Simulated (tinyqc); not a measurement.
Inside a calculation: Franz-Keldysh effect at a direct gap. Values are carried at full precision from step to step, so a last printed digit may differ when a step is redone from the rounded ones.

Parabolic bands, vertical transitions, no excitons. For each hole band j: mr = me mj/(me + mj); joint density of states J_j(E) = (mr/c)^(3/2) sqrt(E - Eg)/(2 pi^2), both spins, c = hbar^2/2m0; averaged matrix element |e.p|^2 = m0 Ep/6; alpha_j(E) = 4 pi^2 alpha_f c Ep J_j/(3 nr E) in 1/angstrom (alpha_f the fine-structure constant, listed as alpha among the constants), times 1e8 for 1/cm.

In a field Fd (1 kV/cm = 1e-5 V/angstrom) the electro-optic energy of band j is th = (c (e Fd)^2/mr)^(1/3), and sqrt(E - Eg) in J_j is replaced by pi sqrt(th) [Ai'(b)^2 - b Ai(b)^2] with b = (Eg - E)/th; Ai is the Airy function.

Constants: hbar^2/2m0 = 3.80998211 eV angstrom^2; fine-structure constant alpha = 0.007297352564.

Inputs chosen for the exercise (near those of GaAs; the results hold for these values, not for the real material):
- Eg = 1.428 eV (direct gap)
- me = 0.0644 m0 (electron mass)
- mhh = 0.508 m0 (heavy-hole mass)
- mlh = 0.0851 m0 (light-hole mass)
- Ep = 26.1 eV (Kane energy)
- nr = 3.54 (refractive index)
- Fd = 28 kV/cm (uniform field)
- E = 1.397 eV (photon energy)
- L = 82 micrometre (length of a waveguide)

## Electro-optic energy and length

For each hole band give mr, th and the length th/(e Fd).

Scales:

| hole | mr (m0) | th (meV) | length (angstrom) |
|---|---|---|---|
| heavy | 0.05715 | 17.354 | 62.0 |
| light | 0.03666 | 20.123 | 71.9 |

The light-hole pair has th larger by a factor 1.160, the cube root of the ratio of reduced masses.

## Airy factors at E

Ai is the Airy function, th the electro-optic energy of each hole band from the table (its other columns are not needed here), b = (Eg - E)/th with th in eV; the factor takes the place of sqrt(E - Eg) in the joint density of states.

Form b, Ai(b), Ai'(b) and the factor pi sqrt(th) [Ai'^2 - b Ai^2] for each band, beside sqrt(E - Eg) (zero below the gap).

Factors:

| hole | b | Ai(b) | Ai'(b) | factor (eV^(1/2)) | without field |
|---|---|---|---|---|---|
| heavy | 1.7863 | 0.04798 | -0.06969 | 0.0003080 | 0.0000 |
| light | 1.5405 | 0.06789 | -0.09308 | 0.0006969 | 0.0000 |

## Absorption with and without the field

Put the factors in place of sqrt(E - Eg) in alpha_j and add the bands; a waveguide of length L changes its transmission by 4.343 (alpha(F) - alpha(0)) L dB.

alpha_j in the field (1/cm): heavy 5.54, light 6.43

alpha(F) = 12.0 1/cm
alpha(0) = 0 1/cm
change of loss = 0.426 dB

Below the gap the field opens a tail where this model has no absorption; excitons and band tails absorb within some 10 to 20 meV of a real edge. Excitons, which add a sharp peak at low field, are left out.

## Checks

- Airy factor at b = -40 against the zero-field limit sqrt(-b): 6.33 against 6.32.

Computed by tinyqc, a small Python program: `OMP_NUM_THREADS=1 python tinyqc.py 1680026 1680027 out.jsonl` (the numbers bound the seed that draws the inputs); one thread of a shared host (Intel(R) Xeon(R) Processor @ 2.30GHz), about 0.01 s for the whole set of steps.
